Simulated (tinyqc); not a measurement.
Schottky diode by thermionic emission with image-force lowering and series resistance: two steps of the calculation.

Metal on an n-type semiconductor with one parabolic valley; V > 0 is forward bias (metal positive). I = I0 [exp(Vj/(n Vt)) - 1] with Vj = V - I Rs; I0 = S A* T^2 exp(-(phi - dphi)/Vt), the lowering dphi taken at zero bias.

Values chosen for this exercise; band and dielectric values those of a made-up semiconductor: temperature T = 200 K; electron mass me = 0.231 m0; relative permittivity eps_r = 7.54; barrier height seen from the metal phi = 0.32 eV; donor density Nd = 1.3e16 cm^-3; area S = 0.00083 cm^2; ideality factor n = 1.09; series resistance Rs = 120 ohm; applied bias V = 0.49 V.

Constants: q = 1.602176634e-19 C, kB = 1.380649e-23 J/K, h = 6.62607015e-34 J s, m0 = 9.1093837015e-31 kg, Vt = kB T/q, eps0 = 8.8541878128e-14 F/cm where lengths are in cm. Results are converted to the units shown.

Task 1. Saturation current. A* = 4 pi q me m0 kB^2/h^3 (times 1e-4 for A/(cm^2 K^2)); Nc = 2 (2 pi me m0 kB T/h^2)^1.5 (times 1e-6 for cm^-3); xi = Vt ln(Nc/Nd), Vbi = phi - xi; surface field Em = sqrt(2 q Nd (Vbi - V - Vt)/(eps0 eps_r)); dphi = sqrt(q Em/(4 pi eps0 eps_r)). Here V = 0 in Em.

Give: A*; Nc; Vbi; Em; dphi; I0.

Result 1.

A* = 27.760 A/(cm^2 K^2)
Nc = 1.5165e18 cm^-3
Vbi = 0.23798 V
Em = 37.113 kV/cm
dphi = 26.623 meV
I0 = 3.7306e-5 A

The lowering raises I0 by a factor of 4.69.

Task 2. Junction voltage. Newton step for g(Vj) = Vj + Rs I0 [exp(Vj/(n Vt)) - 1] - V = 0: Vj(new) = Vj - g/g', g' = 1 + Rs I0 exp(Vj/(n Vt))/(n Vt).

I0 = 3.7305707e-5 A
Vj at the start = 0.49 V

Find: Vj after iteration 1.

Result 2.

Vj after iteration 1 = 0.47121 V

Numbers from tinyqc (`OMP_NUM_THREADS=1 python tinyqc.py 2640091 2640092 out.jsonl`; about 0.01 s on one thread of a shared Intel Xeon 2.30GHz).
